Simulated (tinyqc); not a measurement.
# The weight eta from points of equal mobility

Inverse problem. If the mobility depends on E = q (Ndep + eta Ns)/(eps0 eps_r) alone, two points of equal mobility on its falling branch have equal E. Find eta and E.

Inputs (values chosen for the exercise): relative permittivity of the semiconductor eps_r = 11.5.

Constants: q = 1.602176634e-19 C, eps0 = 8.8541878128e-14 F/cm where lengths are in cm. Results are converted to the units shown.

Ndep at two body biases (cm^-2): 5.2349205e12  8.3276277e12
Ns at which the mobility is the same (cm^-2): 2.6e13  1.8636411e13

Solution. eta is the ratio of the differences of Ndep and Ns.

eta = 0.4200
E = 2.542 MV/cm

Numbers from tinyqc (`OMP_NUM_THREADS=1 python tinyqc.py 2510081 2510082 out.jsonl`; about 0.01 s on one thread of a shared Intel Xeon 2.30GHz).
